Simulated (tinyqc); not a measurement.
Q-state Potts model on a small periodic square lattice: enumeration, Metropolis, heat-bath and Wolff steps: one step, computed by the program tinyqc.

E = -J x (number of nearest-neighbour bonds with equal states); n x n sites with periodic edges have 2 n^2 bonds. Order parameter m = (q f - 1)/(q - 1), f being the largest share of one state. Sites are numbered row by row from 0. Here q = 4 and n = 3.

Task: Scales. K = J/(k_B T); the infinite square lattice orders at K_c = ln(1 + sqrt(q)); Wolff bond probability p = 1 - exp(-K).

Inputs (values chosen for the exercise, for a model of domains or grain orientations): number of states q = 4; coupling J = 50 meV; temperature T = 736 K.

Constants: k_B = 8.617333262e-05 eV/K.

Give: K; K_c; T_c of the infinite lattice; p.

Result:

K = 0.7884

K_c = 1.099

T_c of the infinite lattice = 528.1 K

p = 0.5454
